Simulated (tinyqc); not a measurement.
Quasiparticle equation with a plasmon-pole self-energy for two band edges: one step. Updating the energies in the Green function. Four cases, with inputs chosen for the exercise.

Problem. Solve both equations exactly, put the results in place of a and b, and repeat five times; w is kept.

For each edge E = e + X + Sc(E), with the correlation part Sc(E) = A[0]/(E - a + w) + A[1]/(E - b - w); a and b are the valence and conduction energies that enter the Green function (a = ev, b = ec in the one-shot scheme). Z = 1/(1 - dSc/dE), dSc/dE = -A[0]/(E - a + w)^2 - A[1]/(E - b - w)^2.

Case 1.

Values chosen (scales of the order of those of diamond; the results hold for these values, not for the real material): ev = 0 eV (mean-field valence top); ec = 4.03 eV (mean-field conduction edge); w = 26.9 eV (pole energy); Av = (151.3, 84.3) eV^2 (weights of the valence state on the hole and electron poles); Ac = (58.4, 131.8) eV^2 (the same for the conduction state); Xv = -4.04 eV (exchange minus the mean-field potential, valence); Xc = 3.91 eV (the same, conduction).

Case 2.

Values chosen (scales of the order of those of Si; the results hold for these values, not for the real material): ev = 0 eV (mean-field valence top); ec = 0.6 eV (mean-field conduction edge); w = 16.1 eV (pole energy); Av = (43.2, 18.8) eV^2 (weights of the valence state on the hole and electron poles); Ac = (23.1, 44.4) eV^2 (the same for the conduction state); Xv = -1.94 eV (exchange minus the mean-field potential, valence); Xc = 1.72 eV (the same, conduction).

Case 3.

Values chosen (scales of the order of those of SiO2; the results hold for these values, not for the real material): ev = 0 eV (mean-field valence top); ec = 5.45 eV (mean-field conduction edge); w = 20.8 eV (pole energy); Av = (66, 38.6) eV^2 (weights of the valence state on the hole and electron poles); Ac = (37.5, 74.1) eV^2 (the same for the conduction state); Xv = -3.26 eV (exchange minus the mean-field potential, valence); Xc = 4.57 eV (the same, conduction).

Case 4.

Values chosen (scales of the order of those of diamond; the results hold for these values, not for the real material): ev = 0 eV (mean-field valence top); ec = 4.3 eV (mean-field conduction edge); w = 28.7 eV (pole energy); Av = (106.7, 61.2) eV^2 (weights of the valence state on the hole and electron poles); Ac = (47.1, 113) eV^2 (the same for the conduction state); Xv = -2.33 eV (exchange minus the mean-field potential, valence); Xc = 3.38 eV (the same, conduction).

Give: Cycles (eV).

Solution.

Case 1.

Cycles (eV):
```
cycle       Ev      Ec     gap
1      -0.8764  4.7506  5.6271
2      -0.9778  4.8194  5.7973
3      -0.9901  4.8251  5.8152
4      -0.9918  4.8254  5.8172
5      -0.9920  4.8254  5.8174
```

The update moves the gap by +190 meV from the one-shot value; each cycle shrinks the change to about 0.11 of the one before.

Case 2.

Cycles (eV):
```
cycle       Ev      Ec     gap
1      -0.3095  0.8751  1.1846
2      -0.3379  0.8940  1.2319
3      -0.3408  0.8948  1.2356
4      -0.3412  0.8948  1.2359
5      -0.3412  0.8947  1.2359
```

The update moves the gap by +51 meV from the one-shot value; each cycle shrinks the change to about 0.08 of the one before.

Case 3.

Cycles (eV):
```
cycle       Ev      Ec     gap
1      -1.2808  7.4149  8.6957
2      -1.3767  7.6731  9.0497
3      -1.3795  7.7066  9.0861
4      -1.3787  7.7113  9.0899
5      -1.3784  7.7120  9.0903
```

The update moves the gap by +395 meV from the one-shot value; each cycle shrinks the change to about 0.10 of the one before.

Case 4.

Cycles (eV):
```
cycle       Ev      Ec     gap
1      -0.3933  5.0353  5.4286
2      -0.4036  5.1096  5.5132
3      -0.4014  5.1179  5.5193
4      -0.4008  5.1189  5.5198
5      -0.4007  5.1191  5.5198
```

The update moves the gap by +91 meV from the one-shot value; each cycle shrinks the change to about 0.07 of the one before.

Computed by tinyqc, one run a case: `OMP_NUM_THREADS=1 python tinyqc.py N N+1 out.jsonl` with N = 1850818, 1850832, 1850862, 1850919; one thread of a shared Intel(R) Xeon(R) Processor @ 2.30GHz, about 0.02 s a run at most.
